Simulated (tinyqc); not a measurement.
Worked calculation: Frenkel-Kontorova chain: a misfit dislocation (kink) in a monolayer on a periodic substrate. Computed by tinyqc, a small Python program that keeps every step. Command: `OMP_NUM_THREADS=1 python tinyqc.py 3019515 3019516 out.jsonl fkchain walk`. One thread of a shared host (Intel(R) Xeon(R) Processor @ 2.30GHz), about 0.02 s of CPU time with the checks. Intermediate numbers are printed to about 6 digits and carried at full precision; extremes and crossings named in words are read from the listed rows.

E = sum_j [(k/2)(x_(j+1) - x_j - b)^2 + (W/2)(1 - cos(2 pi x_j/a))], x_j = a (j + u_j). A kink takes u from 0 to 1: the chain is stretched by one period and has one atom fewer than wells.

Inputs (values chosen for the exercise, for a model overlayer):
```
quantity              value           unit
spring constant k      2.53  eV/angstrom^2
substrate period a     2.57       angstrom
corrugation W         0.955             eV
misfit f = (b - a)/a   0.29              -
atoms on each side n     10              -
atomic mass M           147              u
```

Relaxation: Newton steps.

Constants: nu for 1 eV/(angstrom^2 u) = 15.6333042 THz.

## Continuum limit

l0 = sqrt(k a^2/(2 W)); kink u(j) = (2/pi) arctan exp(pi j/l0); kink energy at f = 0: E0 = (4/pi) W l0; with misfit E0 - k a^2 f; kinks become favourable at f_c = 2/(pi l0), and a coherent chain with free ends loses stability at f_m = 1/l0. Lowest vibration of the flat chain: nu0 = 15.6333042 THz x sqrt(2 pi^2 W/(a^2 M)).

kink width l0 = 2.95785

kink energy E0 = 3.59658 eV

kink energy with misfit = -1.24943 eV

critical misfit f_c = 0.215230

limit f_m = 0.338083

gap frequency nu0 = 2.17834 THz

f_c < f < f_m: kinks lower the energy, but must enter over a barrier at the ends. Caution: for l0 below about 3 the kink spans few atoms, and the continuum kink energy is off by about 2 per cent or more.

## Start between two atoms

Discrete chain at f = 0, ends held at u = 0 and 1: E = (k a^2/2) sum (u_(j+1) - u_j)^2 + (W/2) sum (1 - cos 2 pi u_j), gradient g_j = k a^2 (2 u_j - u_(j-1) - u_(j+1)) + pi W sin(2 pi u_j), Hessian 2 k a^2 + 2 pi^2 W cos(2 pi u_j) on the diagonal and -k a^2 beside it. Free atoms j = -n..n-1 start from the continuum shape centred half-way, at j + 1/2.

u at the start: 0.000026  0.000076  0.000221  0.000639  0.001849  0.005347  0.015465  0.044667  0.127672  0.338386  0.661614  0.872328  0.955333  0.984535  0.994653  0.998151  0.999361  0.999779  0.999924  0.999974

E at the start = 3.53833 eV

gradient (eV): 0.000104  -0.000141  -0.000407  -0.001176  -0.003401  -0.009815  -0.027851  -0.068057  0.022702  0.669201  -0.669201  -0.022702  0.068057  0.027851  0.009815  0.003401  0.001176  0.000407  0.000141  -0.000104

## Relaxation

Start as above (continuum shape at j + 1/2, j = -n..n-1, l0 = sqrt(k a^2/(2 W))). u(new) = u - H^-1 g; stop when the largest gradient is below 1e-9 eV.

Course:
```
step   E (eV)  largest gradient (eV)
1     3.53833            6.69201e-01
2     3.52511            2.06836e-02
3     3.52509            2.03356e-05
4     3.52509            2.08060e-11
```

relaxed u: 0.000031  0.000096  0.000268  0.000744  0.002058  0.005694  0.015752  0.043549  0.119865  0.318973  0.681027  0.880135  0.956451  0.984248  0.994306  0.997942  0.999256  0.999732  0.999904  0.999969

energy, centre between atoms = 3.52509 eV

last gradient = 2.08060e-11 eV

Converged; the discrete energy is 0.9801 of the continuum value, which puts the discrete f_c = E/(k a^2) at 0.2110.

## Peierls barrier

Repeat by Newton steps with an atom at the centre (j = -n..n, u_0 = 1/2). Barrier = difference of the two energies; the lowest Hessian eigenvalue tells minimum from saddle.

energy, centre on an atom = 3.54382 eV

Peierls barrier = 18.7307 meV

lowest eigenvalue, between atoms = 1.65516 eV

lowest eigenvalue, on an atom = -1.57170 eV

The atom-centred kink, with an atom on top of the corrugation, is a saddle and the other a minimum. The barrier is 2.0 % of W, what one atom alone would climb.

## Kink density above f_c

Frank and van der Merwe: the modulus q solves f = 2 E(q)/(pi l0 q), and the kinks per atom are pi/(2 l0 q K(q)), with the complete elliptic integrals K and E; strain left = f - density (for f above f_c = 2/(pi l0)).

Continuum ground state:
```
f              q  kinks per atom  strain left
0.2163  0.999007        0.118161    0.0981395
0.2195  0.995327        0.143033    0.0764671
0.2260  0.986676        0.167312    0.0586877
0.2368  0.970663        0.192742    0.0440576
0.2583  0.936177        0.228832    0.0294676
0.3013  0.865508        0.284736    0.0165639
0.3659  0.767326        0.357184    0.0087165
0.4735  0.635316        0.469594    0.0039058
```

0.50 % above f_c the density is already 0.55 of f: kinks repel only exponentially, so they flood in, as 1/|ln(f - f_c)|. At 2.2 f_c they take up 99.2 % of the misfit and the layer floats nearly free.

Checks made by the program: energy against a quasi-Newton minimiser (relative difference below 1e-10).
